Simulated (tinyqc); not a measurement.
## Reverse leakage of an n+-p junction: diffusion, generation, trap-assisted and band-to-band tunnelling: leakage components against the acceptor density of the lighter side

One-sided abrupt junction in the depletion approximation, x from the junction (0) to W on the p side, field F = F0 (1 - x/W). Flat quasi-Fermi levels, long p side. Traps generate through SRH with both lifetimes shortened by 1 + Gamma (Hurkx enhancement, form for moderate fields); band-to-band generation is local and needs a total bending above Eg.

ni = sqrt(Nc Nv) exp(-Eg/(2 Vt)), Eg in volts; Vbi = Vt ln(Na Nd/ni^2); W = sqrt(2 eps0 eps_r (Vbi + VR)/(q Na)); F0 = 2 (Vbi + VR)/W; FG = sqrt(24 mt m0 (kB T)^3)/(q hbar); J_diff = q ni^2 sqrt(Dn/tau)(1 - exp(-VR/Vt))/Na. u = (Vbi + VR)(1 - x/W)^2, p = Na exp(-u/Vt), n = Nd exp((u - Vbi - VR)/Vt); G0 = ni^2 (1 - exp(-VR/Vt))/(tau (n + p + 2 ni cosh(Et/Vt))); Gamma = 2 sqrt(3 pi)(F/FG) exp((F/FG)^2); trap-assisted part G0 Gamma; G_bb = Ab F^2.5 exp(-Bb/F) with F in V/cm, zero unless Vbi + VR > Eg. Currents are q times the integrals over 0 to W; J_bb under 1e-8 of J is printed as 0; rows with F0/FG above 2.2, beyond the range of this Gamma, are left out.

Inputs (values chosen for the exercise); band and dielectric values close to those of silicon: temperature T = 250 K; band gap Eg = 1.12 eV; relative permittivity eps_r = 11.6; conduction-band density of states at T Nc = 2.1e19 cm^-3; valence-band density of states at T Nv = 2.01e19 cm^-3; donor density of the heavier side Nd = 1e19 cm^-3; SRH lifetime of both carriers at zero field tau = 2e-7 s; trap level above the intrinsic level Et = 0 eV; tunnelling mass mt = 0.25 m0; electron diffusion coefficient on the lighter side Dn = 20 cm^2/s; band-to-band prefactor Ab = 5.1e14 cm^-0.5 V^-2.5 s^-1; band-to-band field constant Bb = 1.9e7 V/cm; reverse bias VR = 0.5 V.

Constants: q = 1.602176634e-19 C, kB = 1.380649e-23 J/K, hbar = 1.054571817e-34 J s, m0 = 9.1093837015e-31 kg, Vt = kB T/q, eps0 = 8.8541878128e-14 F/cm where lengths are in cm. Results are converted to the units shown.

Result of one run:
```
F0 (kV/cm),F0/FG,J_diff (A/cm^2),J_SRH (A/cm^2),J_TAT (A/cm^2),J_bb (A/cm^2),J (A/cm^2),largest part
389,1.39,5.58e-17,8.52e-11,1.25e-9,0,1.33e-9,trap-assisted tunnelling
```

Which acceptor density of the lighter side Na gave this result: 1e16, 5.6e16, 1.3e17, 3.2e17 or 7.5e17 cm^-3?

Na = 3.2e17 cm^-3.

The whole series:
```
Na (cm^-3),F0 (kV/cm),F0/FG,J_diff (A/cm^2),J_SRH (A/cm^2),J_TAT (A/cm^2),J_bb (A/cm^2),J (A/cm^2),largest part
1e16,67.0,0.239,1.79e-15,5.12e-10,5.03e-10,0,1.01e-9,SRH generation
2.4e16,105,0.373,7.44e-16,3.25e-10,5.22e-10,0,8.47e-10,trap-assisted tunnelling
5.6e16,161,0.573,3.19e-16,2.10e-10,5.71e-10,0,7.81e-10,trap-assisted tunnelling
1.3e17,246,0.878,1.37e-16,1.36e-10,7.06e-10,0,8.42e-10,trap-assisted tunnelling
3.2e17,389,1.39,5.58e-17,8.52e-11,1.25e-9,0,1.33e-9,trap-assisted tunnelling
7.5e17,599,2.13,2.38e-17,5.49e-11,4.91e-9,5.38e-11,5.02e-9,trap-assisted tunnelling
```

J goes from 1.01e-9 through a minimum of 7.81e-10 (at Na = 5.6e16 among the rows listed) to 5.02e-9 A/cm^2. SRH generation leads at Na = 1e16, trap-assisted tunnelling from 2.4e16 on. The ratio J_TAT/J_SRH goes from 0.983 to 89.4 as F0/FG goes from 0.239 to 2.13.

Range of the model: The n+ side is degenerate, so Vbi from Boltzmann statistics is only a guide.

tinyqc, about 0.01 s, one thread, Intel Xeon 2.30GHz (shared host): `OMP_NUM_THREADS=1 python tinyqc.py 2290043 2290044 out.jsonl`
